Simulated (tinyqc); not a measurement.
Shockley state of an s-p chain by decimation, step by step. Values are carried at full precision from step to step, so a last printed digit may differ when a step is redone from the rounded ones.

Each site has s at -d/2 and p at +d/2: H0 = diag(-d/2, d/2). The block to the next site on the right is H1 = [[-ts, u], [-u, tp]] (rows s, p of site n; columns s, p of site n + 1). Bulk: H(k) = [[-d/2 - 2 ts cos k, 2i u sin k], [-2i u sin k, d/2 + 2 tp cos k]]. The bands are inverted at k = pi if d < 2 (ts + tp).

Inputs chosen for the exercise: d = 1.71 eV (Ep - Es); ts = 0.8 eV (s-s hopping); tp = 0.89 eV (p-p hopping); u = 0.56 eV (s-p hopping); E = 0.06 eV (energy); eta = 0.01 eV (broadening).

## Bulk bands

Levels and s weight of the lower band at k = j pi/6.

Bands:
```
k/pi   lower (eV)  upper (eV)  s weight, lower
0.000     -2.4550      2.6350            1.000
0.167     -2.3073      2.4632            0.986
0.333     -1.9122      2.0022            0.934
0.500     -1.4091      1.4091            0.803
0.667     -1.0150      0.9250            0.505
0.833     -0.9050      0.7491            0.132
1.000     -0.9250      0.7450            0.000
```

The lower band is s-like at k = 0 and p-like at pi: the bands are inverted, and the gap is a hybridisation gap that can hold a Shockley state.

## First round of decimation

Decimation (Sancho-Rubio) at z = E + i eta: start with es = e = H0, A = H1, B = H1^T. Each round forms g = (z - e)^-1 and sets es += A g B, e += A g B + B g A, A = A g A, B = B g B, doubling the length covered. Stop when all |A| < 1e-10. Surface G = (z - es)^-1, bulk G = (z - e)^-1; densities -Im tr G/pi.

Carry out one round.

g (1/eV), rows s, p and columns alike:
```
[[1.0928-0.0119i, 0.0000],
 [0.0000, -1.2577-0.0158i]]
```

es (eV), rows s, p and columns alike:
```
[[-0.5500-0.0126i, -0.1373-0.0132i],
 [-0.1373-0.0132i, 0.2015-0.0163i]]
```

e (eV), rows s, p and columns alike:
```
[[-0.2451-0.0252i, 0.0000],
 [0.0000, -0.4520-0.0326i]]
```

A (eV), rows s, p and columns alike:
```
[[1.0938-0.0027i, -1.1164-0.0025i],
 [1.1164+0.0025i, -1.3389-0.0088i]]
```

## Course of the decimation

All rounds.

Rounds:
```
round  sites covered  largest |A| (eV)  surface density (1/eV)
1                  2              1.34                 0.26840
2                  4              1.48                 0.36361
3                  8            0.0976                 0.20455
4                 16          0.000289                 0.20432
5                 32          1.54e-09                 0.20432
6                 64          1.37e-20                 0.20432
```

surface G (1/eV), rows s, p and columns alike:
```
[[3.8609-0.3374i, -3.3517+0.3151i],
 [-3.3517+0.3151i, 2.7780-0.3045i]]
```

densities (1/eV): surface 0.20432, bulk 0.00478

Converged in 6 rounds. E lies inside the bulk gap (-0.905 to 0.742 eV); once |A| is small it falls roughly as its square in each round, up to a factor. The surface density is 43 times the bulk one, owing to the broadened Shockley level, which peaks near -0.05 eV.

## Checks

- Surface G against the Dyson relation G = (z - H0 - H1 G H1^T)^-1: they agree to 1e-10 or better.

Program tinyqc; command `OMP_NUM_THREADS=1 python tinyqc.py 1452607 1452608 out.jsonl`; about 0.2 s on one thread of a shared Intel(R) Xeon(R) Processor @ 2.30GHz.
